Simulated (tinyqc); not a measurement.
Short-channel transistor, virtual-source model with series resistance: one step of the calculation.

The current per gate width is the charge at the top of the source barrier (the virtual source) times its velocity times a saturation function; al and be are fitting constants of the model. Units: I in uA/um, Rs in ohm um, so I Rs = 1e-6 I Rs in volts; Q in uC/cm^2, so I = 1e-4 Q vx0 Fsat with vx0 in cm/s.

Task. Current through the series resistance. Intrinsic voltages Vg' = Vgs - I Rs, Vd' = Vds - 2 I Rs. n = n0 + nd Vd', VT = VT0 - dl Vd', Ff = 1/(1 + exp((Vg' - VT + al Vt/2)/(al Vt))), Q = Cinv n Vt ln(1 + exp((Vg' - VT + al Vt Ff)/(n Vt))), Vdsat = (vx0 L/mu)(1 - Ff) + Vt Ff, Fsat = u/(1 + u^be)^(1/be) with u = Vd'/Vdsat, and I(out) = Q vx0 Fsat per width. (Fsat takes the sign of u.) Newton step: I(new) = I + (I(out) - I)/(1 - s), s = dI(out)/dI by a central difference with +/- 0.001 uA/um.

Parameters, values chosen for the exercise:
- T = 300 K (temperature)
- Cinv = 3.59 uF/cm^2 (inversion capacitance)
- vx0 = 3.83e7 cm/s (velocity at the virtual source)
- mu = 700 cm^2/(V s) (apparent mobility)
- L = 130 nm (channel length)
- VT0 = 0.35 V (threshold at zero drain voltage)
- dl = 0.035 V/V (drain-induced barrier lowering)
- n0 = 1.07 (subthreshold factor)
- nd = 0.05 1/V (growth of n with drain voltage)
- al = 3.5 (threshold shift (in units of Vt) from weak to strong inversion)
- be = 1.4 (sharpness of saturation)
- Rs = 150 ohm um (series resistance of each contact)
- Vgs = 1 V (gate voltage)
- Vds = 1 V (drain voltage)

Constants: q = 1.602176634e-19 C, kB = 1.380649e-23 J/K, Vt = kB T/q. Results are converted to the units shown.

I at the start = 0 uA/um

Find: Vg'; Vd'; VT; Ff; Q; Vdsat; Fsat; I(out); s; I after iteration 1.

Result.

Vg' = 1.0000 V
Vd' = 1.0000 V
VT = 0.31500 V
Ff = 3.1251e-4
Q = 2.4593 uC/cm^2
Vdsat = 0.71107 V
Fsat = 0.70838
I(out) = 6672.2 uA/um
s = -2.3278
I after iteration 1 = 2005.0 uA/um

tinyqc, about 0.01 s, one thread, Intel Xeon 2.30GHz (shared host): `OMP_NUM_THREADS=1 python tinyqc.py 2380129 2380130 out.jsonl`
